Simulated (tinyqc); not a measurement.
CMOS latch-up, two-transistor model: effect of the temperature.

A parasitic pnp (emitter at Vdd, base shunted by Rw) and npn (emitter at ground, base shunted by Rs) feed each other: the npn collector current flows out of the pnp base node, the pnp collector current into the npn base node. Forward-active transistors with constant gains: Icn = Isn exp(Vn/Vt), Icp = Isp (exp(Vp/Vt) - 1). A current Ii is injected into the npn base node.

Isn, Isp and Von are given at 300 K; the currents scale as T^3 exp(-1.12 V/Vt), Von falls by 1.5 mV/K, gains and resistances are fixed. Node equations: Vp/Rw + Icp/bp = Icn and Vn/Rs + Icn/bn = Icp + Ii. Loop gain G = gn gp/[(1/Rw + gp/bp)(1/Rs + gn/bn)], gn = Icn/Vt, gp = (Icp + Isp)/Vt; the off state ends where G = 1, and Ii there is the trigger current. On state with both base-emitter voltages at Von: npn base current Ib = (Von/Rs + bp Von/Rw)/(bn bp - 1), holding current Ih = (bn + 1) Ib + Von/Rs, holding voltage Vh = Vsat + Von + R2 (Ib + Von/Rs).

Values chosen for this exercise; values close to those of bulk CMOS: current gain of the npn bn = 14.8; current gain of the pnp bp = 5.8; saturation current of the npn at the reference temperature Isn = 5.1e-15 A; saturation current of the pnp at the reference temperature Isp = 6e-15 A; substrate resistance shunting the npn Rs = 74 ohm; well resistance shunting the pnp Rw = 1100 ohm; resistance from the pnp collector to the npn base R2 = 340 ohm; base-emitter voltage in the on state Von = 0.69 V; saturation voltage Vsat = 0.13 V; supply voltage Vdd = 1.2 V.

Constants: q = 1.602176634e-19 C, kB = 1.380649e-23 J/K, Vt = kB T/q. Results are converted to the units shown.

Results:
```
T (K),Vn at trigger (V),trigger current (mA),Ih (mA),Vh (V)
233,0.7782,10.55,13.45,4.612
263,0.7240,9.810,12.68,4.357
293,0.6684,9.050,11.92,4.102
323,0.6113,8.269,11.15,3.847
353,0.5528,7.466,10.39,3.591
413,0.4313,5.789,8.855,3.081
443,0.3684,4.910,8.089,2.826
```

Estimate the missing row, T = 383 K.

Computed row:
```
T (K),Vn at trigger (V),trigger current (mA),Ih (mA),Vh (V)
383,0.4928,6.640,9.620,3.336
```

With this row back in the table: As T goes from 233 to 443 K, the trigger current falls from 10.5 to 4.91 mA, Ih falls from 13.4 to 8.09 mA and Vh falls from 4.61 to 2.83 V. Vh exceeds the supply Vdd = 1.2 V, which then cannot sustain a latched state, in 8 of the 8 rows.

Program tinyqc, `OMP_NUM_THREADS=1 python tinyqc.py 2670106 2670107 out.jsonl`; Intel Xeon 2.30GHz, shared host, one thread, about 0.07 s.
